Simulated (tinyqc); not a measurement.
Band-to-band tunnelling in a uniform field: complex band structure along [001] in sp3s* tight binding.

For k = (0, 0, kz) the phase sums are g0 = cos(phi) and g3 = i sin(phi), phi = kz a/4, and the s, pz, s* orbitals of anion (a) and cation (c) decouple from px, py. With z = exp(i phi), H(z) = H0 + z T + T^T/z for any complex z. H0 is diagonal (Esa, Epa, Exa, Esc, Epc, Exc). The anion-cation block is B(z) = z U + W/z and the cation-anion block z W^T + U^T/z, where U has Vss/2 (s,s), Vsapc/2 (s,z), -Vscpa/2 (z,s), Vxx/2 (z,z), Vxapc/2 (s*,z), -Vpaxc/2 (z,s*), and W has the same values with the s-z and s*-z signs reversed. |z| = 1 is a band state, |z| < 1 decays along [001] as exp(-kappa d) over a distance d, kappa = -(4/a) ln|z|. No spin-orbit coupling.

Constants: hbar^2/2m0 = 3.80998211 eV angstrom^2.

Inputs chosen for the exercise (out of a larger set: near a published set for GaSb, fitted to gaps, whose masses and valley positions are rough (light masses up to twice too heavy); not measured data): p = (-7.331, 0.864, -3.933, 2.914, 6.671, 5.959, -6.109, 1.578, 4.135, 4.903, 4.655, 5.029, 4.188) eV (order Esa, Epa, Esc, Epc, Exa, Exc, Vss, Vxx, Vxy, Vsapc, Vscpa, Vxapc, Vpaxc); a = 6.1 angstrom (lattice constant).

Ev = 0.00732 eV
EG (direct gap) = 0.70154 eV

masses of this model, from the curvature at Gamma (m0): m_lh 0.04881, m_e 0.05862

WKB at zero transverse momentum: T = exp(-2 I/(eF)), I = integral of kappa dE across the direct gap (8 Gauss-Legendre points in theta, E = EG sin^2 theta, 0 to pi/2); 1 MV/cm = 0.01 V/angstrom. The two-band form gives I = (pi/8) sqrt(m/c) EG^(3/2) with m = 2 m_lh m_e/(m_lh + m_e).

Tunnelling:

| F (MV/cm) | path EG/eF (angstrom) | exponent 2I/eF | T, tight binding | T, two-band |
|---|---|---|---|---|
| 0.50 | 140.3 | 10.891 | 1.86e-05 | 1.82e-05 |
| 0.75 | 93.5 | 7.260 | 0.000703 | 0.000692 |
| 1.00 | 70.2 | 5.445 | 0.00432 | 0.00427 |
| 1.50 | 46.8 | 3.630 | 0.0265 | 0.0263 |
| 2.00 | 35.1 | 2.723 | 0.0657 | 0.0653 |
| 4.00 | 17.5 | 1.361 | 0.256 | 0.256 |

Give the missing row, F (MV/cm) = 3.00.

Computed row:
```
F (MV/cm)  path EG/eF (angstrom)  exponent 2I/eF  T, tight binding  T, two-band
3.00                        23.4           1.815             0.163        0.162
```

I, tight binding = 0.027227 eV/angstrom
I, two-band = 0.027283 eV/angstrom

The two-band integral is +0.21 % from the tight-binding one, which makes the two-band T 0.9777 times the other at 0.5 MV/cm and 0.9972 times at 4 MV/cm. Doubling the field from 1 to 2 MV/cm halves the exponent and raises T by a factor 15.2. Where the exponent falls below about 2 the WKB form is only a guide.

Program tinyqc; command `OMP_NUM_THREADS=1 python tinyqc.py 1452357 1452358 out.jsonl`; about 0.02 s on one thread of a shared Intel(R) Xeon(R) Processor @ 2.30GHz.
